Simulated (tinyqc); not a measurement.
Five-level k.p model folded onto the conduction band, step by step. Values are carried at full precision from step to step, so a last printed digit may differ when a step is redone from the rounded ones.

Second-order sums for the lowest conduction level at E: 1/m = 1 + Cm + (Ep/3)(2/E + 1/(E + Dso)) - (Ep2/3)(2/(E7 + D2 - E) + 1/(E7 - E)); g/2 = 1 + Cg - (Ep/3)(1/E - 1/(E + Dso)) - (Ep2/3)(1/(E7 - E) - 1/(E7 + D2 - E)). E is counted from the top of the valence band; E = Eg at the edge.

Constants: hbar^2/2m0 = 3.80998211 eV angstrom^2.

Values chosen for the exercise (near those of InP; not measured data): Eg = 1.449 eV (gap at Gamma to the s-like level); Dso = 0.106 eV (spin-orbit splitting); Ep = 21.8 eV (Kane energy); E7 = 4.69 eV (upper Gamma7 conduction level, from the valence top); D2 = 0.08 eV (its spin-orbit splitting, Gamma8 above Gamma7); Ep2 = 3.7 eV (Kane energy to the upper levels); Cm = -2 (remote term in 1/m); Cg = 0 (remote term in g/2); k = 0.048 1/angstrom (wave vector along z).

## Mass and g factor term by term

Evaluate at E = Eg.

Terms:

| level | part of 1/m | part of g |
|---|---|---|
| free + remote | -1.0000 | 2.0000 |
| Gamma8 valence | 10.0299 | -10.0299 |
| Gamma7 valence | 4.6731 | 9.3462 |
| Gamma8 upper | -0.7427 | 0.7427 |
| Gamma7 upper | -0.3805 | -0.7611 |

m = 0.0795 m0
g = 1.298

The valence levels give 14.70 to 1/m and the upper levels take 1.12 away. In g the two valence terms nearly cancel when Dso is small against Eg; here Dso/Eg = 0.07 and they leave -0.684, the upper pair -0.018.

## The matrix at one k

For k along z and one spin sector the level c couples to four states. With c0 = hbar^2/2m0, P = sqrt(Ep c0), P2 = sqrt(Ep2 c0): diagonal Eg + (1 + Cm) c0 k^2 for c, and 0, -Dso, E7 + D2, E7 for lh, so, G8 up, G7 up (their own dispersion is left out); couplings of c: sqrt(2/3) P k to lh, sqrt(1/3) P k to so, sqrt(2/3) P2 k to G8 up, sqrt(1/3) P2 k to G7 up (phases chosen real).

Fill in the matrix.

H (eV):
```
             c       lh        so    G8 up    G7 up
c      1.44022  0.35718   0.25256  0.14715  0.10405
lh     0.35718        0         0        0        0
so     0.25256        0  -0.10600        0        0
G8 up  0.14715        0         0  4.77000        0
G7 up  0.10405        0         0        0  4.69000
```

## Exact folding onto c

Solve E = H_cc + S(E), S(E) = sum_j H_cj^2/(E - H_jj), from E = H_cc, by plain substitution and by Newton steps on E - H_cc - S(E). The weight of c in the state is Z = 1/(1 - dS/dE). The exact level is the third eigenvalue of H from below.

Iterates (eV):

| step | substitution | Newton |
|---|---|---|
| 0 | 1.44022 | 1.44022 |
| 1 | 1.56022 | 1.55020 |
| 2 | 1.55007 | 1.55081 |
| 3 | 1.55087 | 1.55081 |
| 4 | 1.55081 | 1.55081 |
| 5 | 1.55081 | 1.55081 |
| 6 | 1.55081 | 1.55081 |
| 7 | 1.55081 | 1.55081 |

exact level = 1.55081 eV
Z = 0.9264

Substitution multiplies the error by about dS/dE = 1 - 1/Z = -0.079 a step, so it alternates; after 7 steps it is off by 2.4e-09 eV, while Newton is within 1e-5 eV from step 2 on.

## Loewdin series

Expanding E = H_cc + S(E) about Eg in powers of k^2, with s_n = sum_j H_cj^2/(Eg - H_jj)^n: order k^2: e2 = (1 + Cm) c0 k^2 + s1; order k^4: e4 = -s2 e2; order k^6: e6 = s3 e2^2 + s2^2 e2.

Give each order and the partial sums, counted from Eg.

s1 (eV), s2 (no unit), s3 (1/eV); (1 + Cm) c0 k^2 is H_cc - Eg: 0.11921  0.09014  0.05799

e2, e4, e6 (eV): 0.11043  -0.00995  0.00160

partial sums (eV): 0.11043  0.10047  0.10208

The exact value is 0.10181 eV; the errors of the partial sums are +8.62, -1.34 and +0.27 meV.

## Checks

- Curvature of the exact level at small k against the sum for 1/m: both 12.580.

tinyqc: `OMP_NUM_THREADS=1 python tinyqc.py 1050787 1050788 out.jsonl`; about 0.01 s, one thread, shared Intel(R) Xeon(R) Processor @ 2.30GHz.
